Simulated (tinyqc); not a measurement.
Worked calculation: CIS and TDHF on RHF in the sto-3g basis, frozen core, for BeH+, spin multiplicity 1. Computed by tinyqc, a small Python program that keeps every step (integrals from PySCF). Settings: charge = 1, multiplicity = 1, basis = sto-3g, method = RHF, frozen orbitals = 1, energy threshold = 1e-10, iteration cap = 85, orthogonalisation = symmetric, start = Wolfsberg-Helmholz matrix, DIIS depth = 6, TDHF = 1. Command: `OMP_NUM_THREADS=1 python tinyqc.py 27702 27703 out.jsonl` (the two numbers bound the seeds that draw the settings). One thread of a shared host (Intel(R) Xeon(R) Processor @ 2.60GHz), about 0.09 s of CPU time with the checks. The early iterations of the SCF are left out here.

## One-electron integrals

Geometry (angstrom):
```
atom         x         y         z
Be    0.000000  0.000000  0.000000
H     0.000000  0.000000  1.151000
```

Basis sto-3g: exponents (1/bohr^2) and contraction coefficients of normalised primitives:
```
element  l (shell)   exponent  coefficient
Be           s (1)  30.167871     0.154329
Be           s (1)   5.495115     0.535328
Be           s (1)   1.487193     0.444635
Be           s (2)   1.314833    -0.099967
Be           s (2)   0.305539     0.399513
Be           s (2)   0.099371     0.700115
Be           p (3)   1.314833     0.155916
Be           p (3)   0.305539     0.607684
Be           p (3)   0.099371     0.391957
H            s (1)   3.425251     0.154329
H            s (1)   0.623914     0.535328
H            s (1)   0.168855     0.444635
```

Overlap, kinetic and nuclear-attraction integrals over the contracted functions; the nuclear repulsion is the sum of Za Zb / Rab.

nuclear repulsion = 1.83901724 hartree

overlap S, order 1Be 1s, 1Be 2s, 1Be 2px, 1Be 2py, 1Be 2pz, 2H 1s:
```
[[1.000000, 0.259517, 0.000000, 0.000000, 0.000000, 0.105559],
 [0.259517, 1.000000, 0.000000, 0.000000, 0.000000, 0.537762],
 [0.000000, 0.000000, 1.000000, 0.000000, 0.000000, 0.000000],
 [0.000000, 0.000000, 0.000000, 1.000000, 0.000000, 0.000000],
 [0.000000, 0.000000, 0.000000, 0.000000, 1.000000, 0.570515],
 [0.105559, 0.537762, 0.000000, 0.000000, 0.570515, 1.000000]]
```

kinetic energy T (hartree), order 1Be 1s, 1Be 2s, 1Be 2px, 1Be 2py, 1Be 2pz, 2H 1s:
```
[[6.693975, -0.033012, 0.000000, 0.000000, 0.000000, -0.013583],
 [-0.033012, 0.211111, 0.000000, 0.000000, 0.000000, 0.101504],
 [0.000000, 0.000000, 0.660592, 0.000000, 0.000000, 0.000000],
 [0.000000, 0.000000, 0.000000, 0.660592, 0.000000, 0.000000],
 [0.000000, 0.000000, 0.000000, 0.000000, 0.660592, 0.260441],
 [-0.013583, 0.101504, 0.000000, 0.000000, 0.260441, 0.760032]]
```

nuclear attraction V (hartree), order 1Be 1s, 1Be 2s, 1Be 2px, 1Be 2py, 1Be 2pz, 2H 1s:
```
[[-15.020846, -2.018553, 0.000000, 0.000000, -0.024384, -0.835894],
 [-2.018553, -2.723138, 0.000000, 0.000000, -0.171217, -1.573266],
 [0.000000, 0.000000, -2.658698, 0.000000, 0.000000, 0.000000],
 [0.000000, 0.000000, 0.000000, -2.658698, 0.000000, 0.000000],
 [-0.024384, -0.171217, 0.000000, 0.000000, -2.796066, -1.667863],
 [-0.835894, -1.573266, 0.000000, 0.000000, -1.667863, -3.034471]]
```

core Hamiltonian H = T + V (hartree), order 1Be 1s, 1Be 2s, 1Be 2px, 1Be 2py, 1Be 2pz, 2H 1s:
```
[[-8.326871, -2.051565, 0.000000, 0.000000, -0.024384, -0.849477],
 [-2.051565, -2.512027, 0.000000, 0.000000, -0.171217, -1.471762],
 [0.000000, 0.000000, -1.998106, 0.000000, 0.000000, 0.000000],
 [0.000000, 0.000000, 0.000000, -1.998106, 0.000000, 0.000000],
 [-0.024384, -0.171217, 0.000000, 0.000000, -2.135474, -1.407422],
 [-0.849477, -1.471762, 0.000000, 0.000000, -1.407422, -2.274440]]
```

## Two-electron integrals

Functions are numbered as in S; the eight-fold symmetry (ij|kl) = (ji|kl) = (kl|ij) leaves the list below.

Two-electron integrals (ij|kl) in chemists' order, unique and non-zero (hartree):
```
(11|11) 2.298831   (21|11) 0.392036   (21|21) 0.079539   (22|11) 0.570988
(22|21) 0.143041   (22|22) 0.417683   (31|31) 0.014607   (32|31) 0.021888
(32|32) 0.092265   (33|11) 0.569578   (33|21) 0.143083   (33|22) 0.417589
(33|33) 0.449859   (41|41) 0.014607   (42|41) 0.021888   (42|42) 0.092265
(43|43) 0.024249   (44|11) 0.569578   (44|21) 0.143083   (44|22) 0.417589
(44|33) 0.401360   (44|44) 0.449859   (51|51) 0.014607   (52|51) 0.021888
(52|52) 0.092265   (53|53) 0.024249   (54|54) 0.024249   (55|11) 0.569578
(55|21) 0.143083   (55|22) 0.417589   (55|33) 0.401360   (55|44) 0.401360
(55|55) 0.449859   (61|11) 0.159442   (61|21) 0.032231   (61|22) 0.058054
(61|33) 0.057628   (61|44) 0.057628   (61|51) 0.002951   (61|52) 0.005362
(61|55) 0.058939   (61|61) 0.013734   (62|11) 0.286654   (62|21) 0.072329
(62|22) 0.219263   (62|33) 0.212158   (62|44) 0.212158   (62|51) 0.009494
(62|52) 0.050773   (62|55) 0.233280   (62|61) 0.032114   (62|62) 0.153687
(63|31) 0.007762   (63|32) 0.033164   (63|53) 0.009577   (63|63) 0.017123
(64|41) 0.007762   (64|42) 0.033164   (64|54) 0.009577   (64|64) 0.017123
(65|11) 0.275762   (65|21) 0.070609   (65|22) 0.224704   (65|33) 0.211681
(65|44) 0.211681   (65|51) 0.015875   (65|52) 0.080589   (65|55) 0.250506
(65|61) 0.033310   (65|62) 0.181465   (65|65) 0.226172   (66|11) 0.450577
(66|21) 0.115838   (66|22) 0.383447   (66|33) 0.356598   (66|44) 0.356598
(66|51) 0.020748   (66|52) 0.130961   (66|55) 0.436719   (66|61) 0.053645
(66|62) 0.321732   (66|65) 0.408248   (66|66) 0.774606
```

## Orthogonalisation

S = U s U^T; symmetric (Loewdin) form X = U s^(-1/2) U^T, so that X^T S X = 1.

eigenvalues of S: [0.212327, 0.792304, 1.000000, 1.000000, 1.160500, 1.834870]

X, order 1Be 1s, 1Be 2s, 1Be 2px, 1Be 2py, 1Be 2pz, 2H 1s:
```
[[1.027199, -0.142831, 0.000000, 0.000000, -0.007601, 0.008762],
 [-0.142831, 1.242733, 0.000000, 0.000000, 0.227169, -0.485254],
 [0.000000, 0.000000, 1.000000, 0.000000, 0.000000, 0.000000],
 [0.000000, 0.000000, 0.000000, 1.000000, 0.000000, 0.000000],
 [-0.007601, 0.227169, 0.000000, 0.000000, 1.238752, -0.511141],
 [0.008762, -0.485254, 0.000000, 0.000000, -0.511141, 1.451473]]
```

## Iteration 8 (converged): orbitals

converged F (hartree), order 1Be 1s, 1Be 2s, 1Be 2px, 1Be 2py, 1Be 2pz, 2H 1s:
```
[[-5.032331, -1.415961, 0.000000, 0.000000, 0.014681, -0.582461],
 [-1.415961, -0.893652, 0.000000, 0.000000, -0.177542, -0.680916],
 [0.000000, 0.000000, -0.153034, 0.000000, 0.000000, 0.000000],
 [0.000000, 0.000000, 0.000000, -0.153034, 0.000000, 0.000000],
 [0.014681, -0.177542, 0.000000, 0.000000, -0.384984, -0.506113],
 [-0.582461, -0.680916, 0.000000, 0.000000, -0.506113, -0.689036]]
```

Diagonalise F' = X^T F X, C = X C', fill 2 alpha and 2 beta electrons from the bottom; D = 2 C_occ C_occ^T. Each column has its largest component positive (the first on a tie).

F' = X^T F X (hartree):
```
[[-4.921945, -0.691410, 0.000000, 0.000000, 0.040780, -0.147810],
 [-0.691410, -0.411367, 0.000000, 0.000000, 0.063138, -0.462639],
 [0.000000, 0.000000, -0.153034, 0.000000, 0.000000, 0.000000],
 [0.000000, 0.000000, 0.000000, -0.153034, 0.000000, 0.000000],
 [0.040780, 0.063138, 0.000000, 0.000000, -0.117978, -0.453278],
 [-0.147810, -0.462639, 0.000000, 0.000000, -0.453278, -0.143861]]
```

orbital energies (hartree): [-5.035237, -0.781630, -0.270144, -0.153034, -0.153034, 0.491860]

coefficients C, order 1Be 1s, 1Be 2s, 1Be 2px, 1Be 2py, 1Be 2pz, 2H 1s:
```
[[0.992943, -0.198558, -0.199439, 0.000000, 0.000000, 0.102646],
 [0.025411, 0.490717, 0.777328, 0.000000, 0.000000, -1.003082],
 [0.000000, 0.000000, 0.000000, 0.973653, -0.228037, 0.000000],
 [0.000000, 0.000000, 0.000000, 0.228037, 0.973653, 0.000000],
 [-0.002846, 0.303832, -0.641678, 0.000000, 0.000000, -1.159035],
 [0.001338, 0.506395, -0.191043, 0.000000, 0.000000, 1.520083]]
```

D after iteration 8, order 1Be 1s, 1Be 2s, 1Be 2px, 1Be 2py, 1Be 2pz, 2H 1s:
```
[[2.050721, -0.144408, 0.000000, 0.000000, -0.126308, -0.198439],
 [-0.144408, 0.482898, 0.000000, 0.000000, 0.298046, 0.497062],
 [0.000000, 0.000000, 0.000000, 0.000000, 0.000000, 0.000000],
 [0.000000, 0.000000, 0.000000, 0.000000, 0.000000, 0.000000],
 [-0.126308, 0.298046, 0.000000, 0.000000, 0.184643, 0.307710],
 [-0.198439, 0.497062, 0.000000, 0.000000, 0.307710, 0.512876]]
```

Within a degenerate level the vectors are fixed only up to a rotation; this is one choice.

## Convergence

Stop when the energy changes by less than 1e-10 hartree and every element of the error matrix X^T (F D S - S D F) X is below 3e-06.

Course of the cycle:
```
iteration   E (hartree)     change  largest element of the error matrix
1          -14.62544373          -                             1.50e-01
2          -14.64421279  -1.88e-02                             3.66e-02
3          -14.64925346  -5.04e-03                             1.78e-02
4          -14.65057635  -1.32e-03                             1.88e-03
5          -14.65057873  -2.38e-06                             6.20e-04
6          -14.65057931  -5.83e-07                             1.15e-05
7          -14.65057931  -1.77e-10                             8.25e-07
8          -14.65057931  -1.08e-12                             1.81e-08
```

PySCF RHF in the same basis = -14.65057931 hartree

Converged in 8 iterations.

## Integrals over molecular orbitals

(pq|rs) = sum C_ip C_jq C_kr C_ls (ij|kl), one index at a time.

one-electron integrals over orbitals h = C^T H C (hartree):
```
[[-8.317115, 0.167583, 0.209073, 0.000000, 0.000000, -0.054574],
 [0.167583, -2.355615, 0.028930, 0.000000, 0.000000, 0.076718],
 [0.209073, 0.028930, -1.983375, 0.000000, 0.000000, -0.018372],
 [0.000000, 0.000000, 0.000000, -1.998106, 0.000000, 0.000000],
 [0.000000, 0.000000, 0.000000, 0.000000, -1.998106, 0.000000],
 [-0.054574, 0.076718, -0.018372, 0.000000, 0.000000, -1.526892]]
```

Two-electron integrals over orbitals (pq|rs), unique and non-zero (hartree); the lowest 1 orbital is frozen and left out:
```
(22|22) 0.567568    (32|22) -0.063878   (32|32) 0.026084    (33|22) 0.323449
(33|32) 0.021903    (33|33) 0.479168    (42|42) 0.043026    (43|42) 0.029656
(43|43) 0.053244    (44|22) 0.382616    (44|32) 0.011926    (44|33) 0.402169
(44|44) 0.449859    (52|52) 0.043026    (53|52) 0.029656    (53|53) 0.053244
(54|54) 0.024249    (55|22) 0.382616    (55|32) 0.011926    (55|33) 0.402169
(55|44) 0.401360    (55|55) 0.449859    (62|22) 0.087276    (62|32) -0.043418
(62|33) -0.023592   (62|44) -0.038684   (62|55) -0.038684   (62|62) 0.120779
(63|22) -0.057659   (63|32) 0.021456    (63|33) 0.058603    (63|44) 0.010861
(63|55) 0.010861    (63|62) -0.041220   (63|63) 0.044205    (64|42) -0.030855
(64|43) -0.017237   (64|64) 0.028163    (65|52) -0.030855   (65|53) -0.017237
(65|65) 0.028163    (66|22) 0.550104    (66|32) -0.059122   (66|33) 0.356231
(66|44) 0.384961    (66|55) 0.384961    (66|62) 0.112619    (66|63) -0.051293
(66|66) 0.578898
```

## CIS matrix, singlets

A(ia,jb) = (e_a - e_i) d_ij d_ab + 2 (ia|jb) - (ij|ab).

CIS matrix A, singlet (hartree), order 2>3, 2>4, 2>5, 2>6:
```
[[0.240206, 0.000000, 0.000000, -0.029178],
 [0.000000, 0.332032, 0.000000, 0.000000],
 [0.000000, 0.000000, 0.332032, 0.000000],
 [-0.029178, 0.000000, 0.000000, 0.964944]]
```

## CIS singlet states

dipole integrals <i|r|a> (bohr), order 2>3, 2>4, 2>5, 2>6:
```
[[0.000000, 0.000000, -0.531653],
 [0.796049, 0.186441, 0.000000],
 [-0.186441, 0.796049, 0.000000],
 [0.000000, 0.000000, 0.636533]]
```

Diagonalise A (1 hartree = 27.211386 eV); each vector has its largest component positive (the first on a tie). The transition dipole is mu = sqrt2 sum c_ia <i|r|a>.

singlet excitation energies (eV): [6.504435, 9.035062, 9.035062, 26.289370]

lowest vectors, order 2>3, 2>4, 2>5, 2>6:
```
[[0.999193, 0.000000, 0.000000, -0.040162],
 [0.000000, 0.572549, 0.819870, 0.000000],
 [0.000000, 0.819870, -0.572549, 0.000000],
 [0.040162, 0.000000, 0.000000, 0.999193]]
```

oscillator strengths 2/3 w |mu|^2: [0.081492, 0.295932, 0.295932, 0.556661]

Within a degenerate level the vectors are fixed only up to a rotation; this is one choice.

## TDHF (RPA) singlet states

B(ia,jb) = 2 (ia|jb) - (ib|ja); the squared energies are the eigenvalues of (A - B)(A + B); 1 hartree = 27.211386 eV.

TDHF matrix B, singlet (hartree), order 2>3, 2>4, 2>5, 2>6:
```
[[0.026084, 0.000000, 0.000000, -0.043418],
 [0.000000, 0.043026, 0.000000, 0.000000],
 [0.000000, 0.000000, 0.043026, 0.000000],
 [-0.043418, 0.000000, 0.000000, 0.120779]]
```

squared energies w^2 (hartree^2): [0.055979, 0.108394, 0.108394, 0.915501]

TDHF energies from the positive w^2 (eV): [6.438201, 8.958883, 8.958883, 26.036344]

## CIS matrix, triplets

A(ia,jb) = (e_a - e_i) d_ij d_ab - (ij|ab).

CIS matrix A, triplet (hartree), order 2>3, 2>4, 2>5, 2>6:
```
[[0.188037, 0.000000, 0.000000, 0.057659],
 [0.000000, 0.245980, 0.000000, 0.000000],
 [0.000000, 0.000000, 0.245980, 0.000000],
 [0.057659, 0.000000, 0.000000, 0.723386]]
```

## CIS triplet states

Diagonalise A (1 hartree = 27.211386 eV); each vector has its largest component positive (the first on a tie).

triplet excitation energies (eV): [4.949693, 6.693469, 6.693469, 19.851401]

lowest vectors, order 2>3, 2>4, 2>5, 2>6:
```
[[0.994379, 0.000000, 0.000000, 0.105883],
 [0.000000, 0.873346, -0.487100, 0.000000],
 [0.000000, 0.487100, 0.873346, 0.000000],
 [-0.105883, 0.000000, 0.000000, 0.994379]]
```

Within a degenerate level the vectors are fixed only up to a rotation; this is one choice.

## TDHF (RPA) triplet states

B(ia,jb) = - (ib|ja); the squared energies are the eigenvalues of (A - B)(A + B); 1 hartree = 27.211386 eV.

TDHF matrix B, triplet (hartree), order 2>3, 2>4, 2>5, 2>6:
```
[[-0.026084, 0.000000, 0.000000, 0.043418],
 [0.000000, -0.043026, 0.000000, 0.000000],
 [0.000000, 0.000000, -0.043026, 0.000000],
 [0.043418, 0.000000, 0.000000, -0.120779]]
```

squared energies w^2 (hartree^2): [0.030594, 0.058655, 0.058655, 0.515662]

TDHF energies from the positive w^2 (eV): [4.759577, 6.590278, 6.590278, 19.540394]
